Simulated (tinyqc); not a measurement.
Finite-difference solution of the diffusion equation on a small grid. Changing the time step dt. Computed by tinyqc, a small Python program. Command: `OMP_NUM_THREADS=1 python tinyqc.py 3028527 3028528 out.jsonl fdiff sweep`. One thread of a shared host (Intel(R) Xeon(R) Processor @ 2.30GHz), about 0.01 s of CPU time with the checks.

dC/dt = D d2C/dx2 on nodes x_j = j dx, j = 0..9; the far end is sealed.

Inputs (values chosen for the exercise): diffusivity D = 3.8 nm^2/s; grid spacing dx = 20 nm; final time t_f = 520 s.

Boundary at x = 0: sealed surface. Scheme: explicit.

start values C_j, j = 0, 1, ... (% of a reference): [8.46, 79.1, 100, 67.5, 27.3, 8.73, 0, 0, 0, 0]

Method:
- The operator M acts as (M C)_j = C_(j-1) - 2 C_j + C_(j+1); at the sealed far end a mirror node gives 2 C_(N-2) - 2 C_(N-1); at j = 0, a mirror node gives 2 C_1 - 2 C_0.
- r = D dt/dx^2.
- With r = D dt/dx^2: (1 - theta r M) C(new) = (1 + (1 - theta) r M) C(old); theta = 0 explicit, 1 implicit, 1/2 Crank-Nicolson.
- The run takes n = round(t_f/dt) steps of length t_f/n.
- The dose is the trapezoidal sum of C dx; the error is the largest difference from exp(M D t/dx^2) C(0), the exact time evolution on the same grid.

One run for each value:
```
time step dt (s),largest error at t_f (%),mesh ratio r,final C_5 (%),final dose (% nm)
2.03125,0.01684,0.01930,27.425,5737.2
4.06250,0.03358,0.03859,27.435,5737.2
8.12500,0.06679,0.07719,27.453,5737.2
16.25000,0.13213,0.15438,27.489,5737.2
32.50000,0.25907,0.30875,27.557,5737.2
```

What does the table show, and why?

Over the rows, largest error at t_f (%) rises from 0.0168 to 0.259 (exponent d ln y / d ln x about 0.99 throughout). The exponent of largest error at t_f stays between 0.97 and 1.00, near 1: first order in the step.

Extremes, crossings and ranges named in words are read from the listed rows.
